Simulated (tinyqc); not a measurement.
Comparisons within one model: band edges of strained Si(1-x)Ge(x) on relaxed Si(1-y)Ge(y). A value that a table varies takes the place of the one given here.

Values are linear in the Ge fraction but for ED(x) = linear - CD x (1 - x) and a(x) = linear - Ca x (1 - x). Energies are on the common scale of Ev.

Coherent growth on a (001) face: e_par = (a(y) - a(x))/a(x), e_perp = -2 (C12/C11) e_par; exx = eyy = e_par, ezz = e_perp, no shear.

A valley with unit axis u lies at Ev + gap + (av + a_valley) tr(e) + Xu (u.e.u - tr(e)/3); the Delta axes are x, y, z and the L axes [111], [1-1-1], [-11-1], [-1-11]. The second-order shift of the Delta valleys under shear is left out; it lowers the pair normal to the sheared plane by tens of meV at a shear of 1 %.

Valence edges: Ev plus the levels of the 6 x 6 matrix of X, Y, Z times spin with -Dso/3 + l exx + m (eyy + ezz) on the diagonal (cyclic), n exy off it, l = av + 2 b, m = av - b, n = sqrt(3) d. Spin-orbit term (Dso/3) L.sigma on X, Y, Z with (L_k)_ij = -i epsilon_kij: <X+|H|Y+> = -i Dso/3, <X+|H|Z-> = Dso/3, <Y+|H|Z-> = -i Dso/3, <Z+|H|X-> = -Dso/3, <Z+|H|Y-> = i Dso/3, <X-|H|Y-> = i Dso/3, and their conjugates; + and - are the spin along z.

Coherent growth: e_par = (a(y) - a(x))/a(x). (001): e_perp = -2 (C12/C11) e_par; exx = eyy = e_par, ezz = e_perp, no shear. (111): e_perp = -(2 C11 + 4 C12 - 4 C44)/(C11 + 2 C12 + 4 C44) e_par; exx = eyy = ezz = (2 e_par + e_perp)/3 and exy = eyz = ezx = (e_perp - e_par)/3. (110): e_perp = -(C11 + 3 C12 - 2 C44)/(C11 + C12 + 2 C44) e_par; exx = eyy = (e_par + e_perp)/2, ezz = e_par, exy = (e_perp - e_par)/2, eyz = ezx = 0.

Parameters, chosen for this exercise (end members near Si and Ge, in this order; shifted at random, so the results belong to these values and not to a real crystal): a = (5.432, 5.656) angstrom (lattice constant); Dso = (0.044, 0.29) eV (spin-orbit splitting); av = (2.49, 1.25) eV (valence hydrostatic potential); b = (-2.11, -2.59) eV (tetragonal shear potential); d = (-4.73, -5.35) eV (trigonal shear potential); C11 = (168, 128.9) GPa; C12 = (64.5, 48.6) GPa; C44 = (78.7, 67.3) GPa; Ev = (0, 0.72) eV (top of the unstrained valence band); ED = (1.161, 0.92) eV (gap to the Delta valleys); EL = (1.986, 0.732) eV (gap to the L valleys); aD = (1.78, 1.36) eV (hydrostatic potential of the Delta gap); aL = (-2.87, -2.62) eV (hydrostatic potential of the L gap); XuD = (8.89, 9.37) eV (uniaxial potential, Delta); XuL = (15.79, 15.14) eV (uniaxial potential, L); CD = 0.199 eV (bowing of the Delta gap); Ca = 0 angstrom (bowing of the lattice constant); face = 001 (growth face); y = 0 (Ge fraction of the relaxed buffer); x = 0.21 (Ge fraction of the layer).

## Composition of the layer

The buffer is kept. dEc = Ec(buffer) - Ec(layer), dEv = Ev(layer) - Ev(buffer); buffer edges Ev(y) and Ev(y) + min(ED, EL). The digit behind Delta or L counts whole valleys.

Results:

| x | e_par (%) | lowest valleys | gap (eV) | next valleys above (meV) | valence splitting (meV) | dEc (eV) | dEv (eV) |
|---|---|---|---|---|---|---|---|
| 0.08 | -0.33 | Delta4 | 1.090 | 52 | 19 | 0.010 | 0.060 |
| 0.16 | -0.66 | Delta4 | 1.022 | 104 | 34 | 0.017 | 0.122 |
| 0.24 | -0.98 | Delta4 | 0.956 | 156 | 46 | 0.020 | 0.185 |
| 0.31 | -1.26 | Delta4 | 0.901 | 201 | 56 | 0.020 | 0.241 |
| 0.39 | -1.58 | Delta4 | 0.839 | 253 | 68 | 0.016 | 0.306 |
| 0.47 | -1.90 | Delta4 | 0.781 | 305 | 79 | 0.008 | 0.372 |
| 0.55 | -2.22 | Delta4 | 0.725 | 358 | 91 | -0.003 | 0.439 |

What does this show, and why?

The gap is 1.090 eV in the first row and 0.725 eV in the last. The lowest valleys are Delta4 throughout. Per 0.1 of x the valence offset moves by +81 meV on average; the conduction offset lies between -3 and +20 meV, not monotonically. Both carriers sit on one side for x = 0.08, 0.16, 0.24, 0.31, 0.39 and 0.47, and on opposite sides elsewhere. Offsets below about 30 meV are within the spread of parameter sets, so those rows do not settle the type. Strains above 2 % can be kept only in layers of a few nanometres.

## Composition of the buffer

The layer is kept. dEc = Ec(buffer) - Ec(layer), dEv = Ev(layer) - Ev(buffer); buffer edges Ev(y) and Ev(y) + min(ED, EL). The digit behind Delta or L counts whole valleys.

Results:

| y | e_par (%) | lowest valleys | gap (eV) | next valleys above (meV) | valence splitting (meV) | dEc (eV) | dEv (eV) |
|---|---|---|---|---|---|---|---|
| 0.00 | -0.86 | Delta4 | 0.981 | 136 | 41 | 0.019 | 0.161 |
| 0.11 | -0.41 | Delta4 | 1.031 | 65 | 26 | 0.007 | 0.077 |
| 0.33 | 0.49 | Delta2 | 1.010 | 78 | 44 | 0.075 | -0.048 |
| 0.43 | 0.90 | Delta2 | 0.949 | 143 | 87 | 0.141 | -0.082 |
| 0.54 | 1.35 | Delta2 | 0.879 | 214 | 136 | 0.219 | -0.117 |
| 0.65 | 1.80 | Delta2 | 0.808 | 286 | 187 | 0.302 | -0.151 |
| 0.76 | 2.25 | Delta2 | 0.736 | 357 | 238 | 0.389 | -0.184 |

What does this show, and why?

The gap is 0.981 eV in the first row and 0.736 eV in the last, with its largest listed value, 1.031 eV, at y = 0.11: it peaks near the match y = x, since strain of either sign narrows it. The lowest valleys change: Delta4 to Delta2 between y = 0.11 and 0.33. Per 0.1 of y the valence offset moves by -45 meV on average; the conduction offset lies between +7 and +389 meV, not monotonically. Both carriers sit on one side for y = 0.00 and 0.11, and on opposite sides elsewhere. Offsets below about 30 meV are within the spread of parameter sets, so those rows do not settle the type. Strains above 2 % can be kept only in layers of a few nanometres.

## The same layer on three faces

dEc = Ec(buffer) - Ec(layer), dEv = Ev(layer) - Ev(buffer); buffer edges Ev(y) and Ev(y) + min(ED, EL). The digit behind Delta or L counts whole valleys.

Results:

| face | e_par (%) | lowest valleys | gap (eV) | next valleys above (meV) | valence splitting (meV) | dEc (eV) | dEv (eV) | Delta spread (meV) | L spread (meV) |
|---|---|---|---|---|---|---|---|---|---|
| (001) | -0.86 | Delta4 | 0.981 | 136 | 41 | 0.019 | 0.161 | 136 | 0 |
| (111) | -0.86 | Delta6 | 1.020 | 663 | 42 | -0.015 | 0.156 | 0 | 172 |
| (110) | -0.86 | Delta2 | 0.982 | 58 | 43 | 0.021 | 0.158 | 58 | 135 |

What does this show?

On (001) only the Delta valleys split (136 meV), on (111) only the L valleys (172 meV), on (110) both (58 and 135 meV). The lowest valleys are Delta4 on (001), Delta6 on (111) and Delta2 on (110); the smallest gap is 0.981 eV on (001) and the largest 1.020 eV on (111).

## What each parameter does

dEc = Ec(buffer) - Ec(layer), dEv = Ev(layer) - Ev(buffer); buffer edges Ev(y) and Ev(y) + min(ED, EL). Each row changes one parameter from the base and keeps the others.

Results:

| case | gap (eV) | valence splitting (meV) | dEc (eV) | dEv (eV) |
|---|---|---|---|---|
| base | 0.9805 | 41.4 | 0.0194 | 0.1611 |
| x = 0.24 | 0.9561 | 46.0 | 0.0201 | 0.1848 |
| y = 0.03 | 0.9943 | 38.3 | 0.0156 | 0.1381 |
| CD = 0.249 eV | 0.9722 | 41.4 | 0.0277 | 0.1611 |
| C12 = (74.175, 55.89) GPa | 0.9770 | 42.7 | 0.0185 | 0.1655 |
| Dso = (0.051, 0.333) eV | 0.9805 | 44.4 | 0.0194 | 0.1611 |
| d = (-5.44, -6.152) eV | 0.9805 | 41.4 | 0.0194 | 0.1611 |
| av = (2.864, 1.438) eV | 0.9805 | 41.4 | 0.0230 | 0.1575 |
| XuL = (18.158, 17.411) eV | 0.9805 | 41.4 | 0.0194 | 0.1611 |

What can be read from the table?

The largest shifts from the base row, up to three for each result and ties (the steps differ in size, so this ranks the rows, not the parameters). gap (eV): x -0.0244, y +0.0138, CD -0.0083; unchanged at the printed digits by Dso, d, av and XuL. valence splitting (meV): x +4.5, y -3.1, Dso +3.0; unchanged at the printed digits by CD, d, av and XuL. dEc (eV): CD +0.0083, y -0.0038, av +0.0035; unchanged at the printed digits by Dso, d and XuL. dEv (eV): x +0.0237, y -0.0230, C12 +0.0044; unchanged at the printed digits by CD, Dso, d and XuL. The lowest valleys of the layer are Delta4, so among the conduction-band potentials only those of that family reach the gap and dEc; the buffer is unstrained. A shift large enough to swap the lowest family would change that.

Computed by tinyqc, a small Python program: `OMP_NUM_THREADS=1 python tinyqc.py 1080593 1080594 out.jsonl` (the numbers bound the seed that draws the inputs); one thread of a shared host (Intel(R) Xeon(R) Processor @ 2.30GHz), about 0.01 s for the whole set of steps.
